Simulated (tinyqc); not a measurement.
# Concentration-dependent dopant diffusion with charged defects and the built-in field, step by step

A worked calculation. Computed by tinyqc, a small Python program that keeps every step. Command: `OMP_NUM_THREADS=1 python tinyqc.py 3016197 3016198 out.jsonl extrinsic walk`. One thread of a shared host (Intel(R) Xeon(R) Processor @ 2.30GHz), about 0.09 s of CPU time with the checks. Intermediate numbers are printed to about 6 digits and carried at full precision; extremes and crossings named in words are read from the listed rows.

A constant source C_s feeds a half space. The dopant moves through neutral point defects and through charged ones, whose number grows with the majority carrier density n.

Inputs (values chosen for the exercise, modelled on boron in silicon):

| quantity | value | unit |
|---|---|---|
| neutral prefactor D0x | 0.0442 | cm^2/s |
| neutral activation energy E0 | 3.52 | eV |
| singly charged prefactor D01 | 1.01 | cm^2/s |
| activation energy E1 | 3.52 | eV |
| surface concentration C_s | 1.6e+19 | 1/cm^3 |
| junction level C_B | 1.4e+15 | 1/cm^3 |
| temperature T | 850 | C |
| time t | 700 | s |

Field enhancement: on.

Constants: k_B = 8.617333262e-05 eV/K.

## Intrinsic density and partial diffusivities

n_i = 3.87e16 T^1.5 exp(-7014/T) per cm^3 (T in kelvin, an empirical form); each D = prefactor x exp(-E/(k_B T)); the intrinsic diffusivity D_i is their sum. Temperatures in kelvin are T(C) + 273.15.

n_i = 2.82635e+18 1/cm^3

partial diffusivities (cm^2/s): Dx 7.08831e-18, D1 1.61973e-16

intrinsic diffusivity D_i = 1.69061e-16 cm^2/s

## Diffusivity at the surface

n = C/2 + sqrt(C^2/4 + n_i^2); D(C) = h [Dx + D1 (n/n_i)], h = 1 + C/sqrt(C^2 + 4 n_i^2).

n/n_i = 5.83246

field factor h = 1.94289

surface diffusivity D_s = 1.84921e-15 cm^2/s

enhancement D_s/D_i = 10.9382

C_s is 5.66 times n_i: diffusion is extrinsic near the surface.

## Similarity solution

With y = x/sqrt(D_s t), u = C/C_s and q = -(D/D_s) du/dy: du/dy = -q D_s/D, dq/dy = -(y/2) q D_s/D, u(0) = 1. The surface flux q(0) is shot so that u tends to 0 (LSODA, an adaptive multistep solver, relative tolerance 1e-10). Dose Q = 2 q(0) C_s sqrt(D_s t). The junction lies where C = C_B.

surface flux q(0) = 0.448212

dose Q = 1.63184e+13 1/cm^2

junction in units of sqrt(D_s t) = 2.23228

junction depth x_j = 25.3975 nm

For a constant D, q(0) = 1/sqrt(pi) = 0.5642; for D proportional to C it tends to 0.444, with the front at y = 1.616.

## Where the concentration falls to given levels

For comparison, erfc profiles with a constant D: x = 2 sqrt(D t) erfc^-1(C/C_s), with D = D_i and D = D_s.

Depth (nm):

| C/C_s | D/D_s | full | erfc with D_i | erfc with D_s |
|---|---|---|---|---|
| 8.00e-01 | 0.802271 | 4.6452 | 1.2325 | 4.0764 |
| 5.00e-01 | 0.507911 | 10.4525 | 3.2814 | 10.8526 |
| 2.00e-01 | 0.229970 | 15.5055 | 6.2348 | 20.6202 |
| 1.00e-01 | 0.152245 | 17.3302 | 8.0023 | 26.4658 |
| 3.00e-02 | 0.107567 | 19.3072 | 10.5576 | 34.9169 |
| 1.00e-02 | 0.096595 | 20.6681 | 12.5315 | 41.4452 |
| 1.00e-03 | 0.091931 | 23.1011 | 16.0085 | 52.9448 |
| 1.00e-04 | 0.091474 | 25.2769 | 18.9279 | 62.5998 |

The depth between C/C_s = 0.1 and 1e-4 spans 7.95 nm in the full profile, against 10.9 nm for D_i and 36.1 nm for D_s; the ratio of the depths at 1e-4 and at 0.5 is 2.42, against 5.77 for any erfc. The profile is box-like: fast diffusion in the heavily doped part feeds a front that moves slowly where D drops to D_i.

Checks made by the program: dose from the flux against the area under the profile (relative difference 4e-08).
